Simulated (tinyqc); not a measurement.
Mesh and choice of bands: charge neutrality level from zone-averaged pseudopotential bands.

Empirical pseudopotential on the fcc lattice, atoms at +/- tau, tau = a (1,1,1)/8, no spin-orbit coupling. H(G,G') = c (2 pi/a)^2 |k + G|^2 delta + VS(q) cos(q.tau) + i VA(q) sin(q.tau), q = G - G', c = hbar^2/2m0; k and G in units of 2 pi/a; VS at |q|^2 = 3, 8, 11 and VA at 3, 4, 11, in rydberg, zero elsewhere. At each k the basis holds all G with |k + G|^2 up to 16; energies are counted from the fourth level at Gamma.

Mesh: k = sum_i (n_i + 1/2)/N b_i, n_i = 0 ... N - 1, b = (-1,1,1), (1,-1,1), (1,1,-1); points with the same sorted |kx|, |ky|, |kz| after folding to the shortest k + G are joined, with their count as weight. Neutrality (branch-point) level: E_N = (1/2) mean over k of [E5 + (E3 + E4)/2], E_n the n-th level from below.

Constants: hbar^2/2m0 = 3.80998211 eV angstrom^2; Ry = 13.60569312 eV.

Parameters, chosen for this exercise (out of a larger set: classic local form factors of the size used for InAs, without spin-orbit coupling; not measured data):
- a = 6.048 angstrom (lattice constant)
- VS = (-0.217, -0, 0.049) Ry (symmetric form factors)
- VA = (0.08, 0.051, 0.031) Ry (antisymmetric form factors)

E_N with E5 alone, and with (E5 + E6)/2 in its place.

Results:

| N | joined points | E_N (eV) | E_N, two conduction bands (eV) |
|---|---|---|---|
| 1 | 1 | 0.3784 | 1.2420 |
| 2 | 2 | 0.5347 | 1.1892 |
| 3 | 6 | 0.7085 | 1.0754 |
| 4 | 10 | 0.6801 | 1.0959 |
| 5 | 19 | 0.6928 | 1.0882 |

What can be read from this table?

For scale, the lowest gap of this set is 0.38 eV. Against N = 5 the errors are -314, -158, +16 and -13 meV for N = 1 to 4 (N = 1 is the L point alone). Taking the second conduction band in moves E_N by +0.40 eV, more than the mesh error at N = 2: the definition, not the mesh, limits the estimate. Local form factors place the indirect gaps only to a few tenths of an eV, and E_N moves with them.

Computed by tinyqc, a small Python program: `OMP_NUM_THREADS=1 python tinyqc.py 1850959 1850960 out.jsonl` (the numbers bound the seed that draws the inputs); one thread of a shared host (Intel(R) Xeon(R) Processor @ 2.30GHz), about 0.09 s for the whole set of steps.
